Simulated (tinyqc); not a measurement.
CMOS inverter, nodal equation and switching: one step of the calculation.

An n-channel pull-down (bn, VTn) and a p-channel pull-up (bp, VTp) share the input Vin and the output node Vout, which carries the load C. Transistor (EKV form, voltages against the body): I = 2 n b Vt^2 [F(vp - Vs) - F(vp - Vd)] from drain to source, F(v) = ln^2(1 + exp(v/(2 Vt))), vp = (Vg - VT + sg |Vd - Vs|)/n. n-channel bodies are at 0; for the p-channel device all voltages are counted down from Vdd. b in uA/V^2 gives I in uA. Static: In = Ip. Transient: C dVout/dt = Ip - In. No velocity saturation, no gate capacitance beyond C.

Problem. Output voltage by Newton steps. f = In - Ip at (Vin, Vout); G = df/dVout by a central difference with +/- 1e-6 V; Vout(new) = Vout - f/G.

Parameters, values chosen for the exercise:
- T = 350 K (temperature)
- Vdd = 0.9 V (supply voltage)
- n = 1.4 (slope factor)
- sg = 0.026 (drain-induced barrier lowering)
- VTn = 0.29 V (n-channel threshold)
- VTp = 0.31 V (p-channel threshold (magnitude))
- bn = 610 uA/V^2 (gain factor of the pull-down transistor)
- bp = 300 uA/V^2 (gain factor of the pull-up transistor)
- Vin = 0.31 V (input voltage)

Constants: q = 1.602176634e-19 C, kB = 1.380649e-23 J/K, Vt = kB T/q. Results are converted to the units shown.

Vout at the start = 0.45 V

Wanted: In; Ip; G; Vout after iteration 1.

Solution.

In = 1.254 uA
Ip = 9.281 uA
G = 2.107 uS
Vout after iteration 1 = 4.260 V

This step lands outside the rails.

Computed by the program tinyqc: `OMP_NUM_THREADS=1 python tinyqc.py 2340054 2340055 out.jsonl`, one thread of a shared Intel Xeon 2.30GHz, about 0.03 s for the whole run.
